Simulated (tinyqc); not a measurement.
What moves the results: Tamm state at the end of a one-band chain. A value that a table varies takes the place of the one given here.

A half-infinite chain with site energy 0 and hopping -t, band E = -2t cos(ka); the end site has energy D. The surface Green function of the unperturbed half chain is g = (E -/+ sqrt(E^2 - 4t^2))/(2t^2), the root with |t g| <= 1 and Im g <= 0, and with the shift G = g/(1 - D g).

Inputs chosen for the exercise: t = 0.54 eV (hopping); a = 3.1 angstrom (spacing); D = -1.01 eV (shift of the end site); E = -0.59 eV (energy in the band).

## Threshold for a surface state

For |D| > t: E = D + t^2/D, weight on the end site 1 - t^2/D^2, decay length of the amplitude a/ln|D/t|; a dash: no bound state. The last column is the surface density -Im G/pi at E = 0.

Against D:
```
D/t    D (eV)   E (eV)  end weight  decay length (angstrom)  density at E = 0 (1/eV)
-3.00  -1.620  -1.8000      0.8889                     2.82                   0.0589
-2.00  -1.080  -1.3500      0.7500                     4.47                   0.1179
-1.40  -0.756  -1.1417      0.4898                     9.21                   0.1991
-1.10  -0.594  -1.0849      0.1736                    32.53                   0.2667
-0.80  -0.432        -           -                        -                   0.3594
0.50    0.270        -           -                        -                   0.4716
0.95    0.513        -           -                        -                   0.3098
1.05    0.567   1.0813      0.0930                    63.54                   0.2804
1.30    0.702   1.1174      0.4083                    11.82                   0.2191
2.50    1.350   1.5660      0.8400                     3.38                   0.0813
```

How do the results move?

A state splits off only for |D| > t = 0.54 eV, although in the middle of an endless chain any shift binds one. Just past the threshold, at D/t = 1.05, it lies 1.3 meV outside the band and spreads over 63.5 angstrom; at D/t = -3 it holds 89 % of the end site, and the density left at the band centre has fallen to 0.10 of the clean value.

## What each parameter does

E = D + t^2/D, weight 1 - (t/D)^2, decay length -a/ln|t/D|, surface density -Im G/pi at E. Each row changes one parameter from the base and keeps the others.

Results:
```
case               bound level (eV)  weight  decay (angstrom)  density (1/eV)
base                        -1.2987  0.7141             4.951          0.2011
t = 0.567 eV                -1.3283  0.6848             5.369          0.2067
D = -1.212 eV               -1.4526  0.8015             3.834          0.1377
a = 3.41 angstrom           -1.2987  0.7141             5.446          0.2011
E = -0.295 eV               -1.2987  0.7141             4.951          0.1631
```

What does this show?

The largest shifts from the base row, up to three for each result and ties (the steps differ in size, so this ranks the rows, not the parameters). bound level (eV): D -0.1539, t -0.0296; unchanged at the printed digits by a and E. weight: D +0.0873, t -0.0293; unchanged at the printed digits by a and E. decay (angstrom): D -1.117, a +0.495, t +0.418; unchanged at the printed digits by E. density (1/eV): D -0.0634, E -0.0380, t +0.0056; unchanged at the printed digits by a.

Run: tinyqc, `OMP_NUM_THREADS=1 python tinyqc.py 1480306 1480307 out.jsonl`; Intel(R) Xeon(R) Processor @ 2.30GHz, one thread, shared host; about 0.01 s of CPU time with all checks.
